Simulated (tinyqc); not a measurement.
# MOSFET in saturation, small-signal circuit and noise: what changes with what

Bias by the inversion coefficient IC = I/Ispec (charge-based model with velocity saturation; weak inversion below 0.1, strong above 10). Common-source circuit: gm, gds, Cgs, Cgd and Cj at the inner nodes, Rg in series with the gate; quasi-static, no source or drain resistance, no gate-body capacitance, no substrate network, no induced gate noise, so fmax is an upper estimate.

Values chosen for this exercise:
```
symbol   value         unit                                   meaning
T          300            K                               temperature
L           65           nm                               gate length
W           80           um                          total gate width
Cox       2.22      uF/cm^2                          gate capacitance
mu         200   cm^2/(V s)                                  mobility
n         1.35                                           slope factor
Ls          10           nm                velocity-saturation length
sg       0.062                                           ratio gds/gm
Cov       0.44        fF/um   overlap and fringe capacitance per side
Cj        0.45        fF/um                drain junction capacitance
Rsh          5          ohm              sheet resistance of the gate
Wf           4           um                              finger width
Rc         200       ohm um      gate contact and vertical resistance
IC         3.7                                  inversion coefficient
gw        0.11               short-channel excess of the noise factor
Nt      3.1e17  cm^-3 eV^-1                        oxide trap density
lt         0.1           nm          tunnelling length into the oxide
ac           0        V s/C            Coulomb scattering coefficient
```

Constants: q = 1.602176634e-19 C, kB = 1.380649e-23 J/K, Vt = kB T/q. Results are converted to the units shown.

Each table varies one quantity; the others keep the values above.

## Effect of the overlap and fringe capacitance per side on speed and noise

Ispec = 2 n mu Cox (W/L) Vt^2, lc = Ls/L, gms = [sqrt((lc IC + 1)^2 + 4 IC) - 1]/[2 + lc (lc IC + 1)], gm = gms Ispec/(n Vt), gds = sg gm. qs = [sqrt(1 + 4 IC) - 1]/2, Cgs = Cox W L qs (2 qs + 3)/(3 (qs + 1)^2) + Cov W, Cgd = Cov W, Cd = Cj W, Rg = Rsh (Wf/L)/(12 Nf) + Rc/W with Nf = W/Wf fingers (not rounded) contacted at both ends. fT = gm/(2 pi (Cgs + Cgd)), fmax = fT/(2 sqrt(Rg (gds + 2 pi fT Cgd))). Channel noise Sid = 4 kB T gam n gm with gam = (1/2 + (2/3) qs)/(1 + qs) + gw lc IC, qs = [sqrt(1 + 4 IC) - 1]/2, lc = Ls/L (the last term an empirical rise with velocity saturation); at the gate, white noise Sw = Sid/gm^2 + 4 kB T Rg. Number fluctuation with correlated mobility: S(f) = K/f, K = q^2 Vt lt Nt/(W L Cox^2) (1 + ac mu Cox I/gm)^2, Vt in eV with Nt per eV. Corner fc = K/Sw. IC is held fixed.

The same in every row: I (uA) = 3648.5; Rg (ohm) = 3.7821; sqrt(Sw) (nV/Hz^0.5) = 0.65965; fc (MHz) = 18.447.

Effect of the overlap and fringe capacitance per side on speed and noise:

| Cov (fF/um) | fT (GHz) | fmax (GHz) |
|---|---|---|
| 0.05 | 100.03 | 364.46 |
| 0.15 | 79.843 | 222.84 |
| 0.25 | 66.434 | 164.25 |
| 0.35 | 56.881 | 130.95 |
| 0.45 | 49.731 | 109.18 |
| 0.55 | 44.177 | 93.747 |
| 0.65 | 39.739 | 82.199 |

As Cov goes from 0.05 to 0.65 fF/um, fT falls from 100 to 39.7 GHz, fmax falls from 364 to 82.2 GHz, the white noise stays at 0.660 nV/Hz^0.5 and the corner stays at 18.4 MHz.

## Effect of the gate length on speed and noise

Same model as above.

Corner fc = K/Sw. IC is held fixed, and so is sg.

Effect of the gate length on speed and noise:

| L (nm) | I (uA) | Rg (ohm) | fT (GHz) | fmax (GHz) | sqrt(Sw) (nV/Hz^0.5) | fc (MHz) |
|---|---|---|---|---|---|---|
| 20 | 11858 | 6.6667 | 184.91 | 164.83 | 0.53605 | 90.791 |
| 32 | 7411.0 | 5.1042 | 119.35 | 150.18 | 0.55378 | 53.169 |
| 50 | 4743.0 | 4.1667 | 71.048 | 126.80 | 0.60929 | 28.110 |
| 79 | 3001.9 | 3.5549 | 38.359 | 99.087 | 0.70579 | 13.259 |
| 130 | 1824.2 | 3.1410 | 18.092 | 70.266 | 0.85915 | 5.4374 |
| 200 | 1185.8 | 2.9167 | 8.9292 | 49.304 | 1.0374 | 2.4241 |
| 320 | 741.10 | 2.7604 | 3.9391 | 31.719 | 1.2890 | 0.98136 |
| 500 | 474.30 | 2.6667 | 1.7473 | 19.886 | 1.5947 | 0.41037 |

Read the table: what changes, and by how much?

As L goes from 20 to 500 nm, fT falls from 185 to 1.75 GHz, fmax falls from 165 to 19.9 GHz, the white noise rises from 0.536 to 1.59 nV/Hz^0.5 and the corner falls from 90.8 to 0.410 MHz. fT goes as L^(-0.93) between the first two rows and L^(-1.82) between the last two; with no overlap and no velocity saturation it would go as 1/L^2. For L = 200 to 500 nm fmax exceeds 4 fT, where channel resistance and substrate losses, left out here, would cap it.

## Integrated noise against bandwidth

Same model as above.

Corner fc = K/Sw. Mean square from f1 = 10 Hz to B: Sw (B - f1) + K ln(B/f1).

Result of one run:

| B (Hz) | spot noise at B (nV/Hz^0.5) | white part (uV rms) | 1/f part (uV rms) | total (uV rms) |
|---|---|---|---|---|
| 1e8 | 0.71792 | 6.5965 | 11.375 | 13.149 |

What becomes of these results when the upper band edge B is changed from 1e8 to 1e7 Hz, all else the same?

Result of the changed run:

| B (Hz) | spot noise at B (nV/Hz^0.5) | white part (uV rms) | 1/f part (uV rms) | total (uV rms) |
|---|---|---|---|---|
| 1e7 | 1.1126 | 2.0860 | 10.531 | 10.736 |

The whole series:

| B (Hz) | spot noise at B (nV/Hz^0.5) | white part (uV rms) | 1/f part (uV rms) | total (uV rms) |
|---|---|---|---|---|
| 1000 | 89.597 | 0.020755 | 6.0800 | 6.0801 |
| 10000 | 28.340 | 0.065932 | 7.4465 | 7.4468 |
| 1e5 | 8.9837 | 0.20859 | 8.5985 | 8.6010 |
| 1e6 | 2.9090 | 0.65965 | 9.6134 | 9.6360 |
| 1e7 | 1.1126 | 2.0860 | 10.531 | 10.736 |
| 1e8 | 0.71792 | 6.5965 | 11.375 | 13.149 |
| 1e9 | 0.66571 | 20.860 | 12.160 | 24.146 |

The 1/f part adds the same power, K ln 10, in each decade and grows only from 6.08 to 12.2 uV; the white part grows as sqrt(B). It overtakes the 1/f part by B = 1e9 Hz among the rows, above the corner fc = 1.84e7 Hz of the spot noise.

## From weak to strong inversion

Same model as above.

The last column is the figure of merit (gm/I) fT.

Results:

| IC | I (uA) | gm/I (1/V) | fT (GHz) | fmax (GHz) | (gm/I) fT (THz/V) |
|---|---|---|---|---|---|
| 0.01 | 9.861 | 28.35 | 0.6220 | 12.85 | 0.01763 |
| 0.03 | 29.58 | 27.78 | 1.776 | 21.68 | 0.04933 |
| 0.1 | 98.61 | 26.08 | 5.128 | 36.66 | 0.1337 |
| 1 | 986.1 | 17.22 | 24.83 | 78.91 | 0.4276 |
| 3 | 2958 | 11.85 | 45.21 | 105.3 | 0.5356 |
| 10 | 9861 | 6.970 | 81.54 | 140.4 | 0.5683 |
| 30 | 2.958e4 | 3.772 | 127.0 | 174.5 | 0.4789 |
| 100 | 9.861e4 | 1.575 | 172.5 | 202.9 | 0.2717 |

Estimate the missing row, IC = 0.3.

Computed row:

| IC | I (uA) | gm/I (1/V) | fT (GHz) | fmax (GHz) | (gm/I) fT (THz/V) |
|---|---|---|---|---|---|
| 0.3 | 295.8 | 22.75 | 11.72 | 54.92 | 0.2666 |

With this row back in the table: The efficiency gm/I falls from 28.3 to 1.58 1/V while fT rises from 0.622 to 172 GHz; fT goes as IC^(0.95) at the start and IC^(0.25) at the end (1/2 for a long channel, 0 at full velocity saturation, which sets in near IC = 1/lc^2 = 42.2). Their product goes from 0.0176 through a maximum of 0.568 (at IC = 10 among the rows listed) to 0.272 THz/V. For IC = 0.01 to 0.3 fmax exceeds 4 fT, where channel resistance and substrate losses, left out here, would cap it.

Computed by the program tinyqc: `OMP_NUM_THREADS=1 python tinyqc.py 2150117 2150118 out.jsonl`, one thread of a shared Intel Xeon 2.30GHz, about 0.01 s for the whole run.
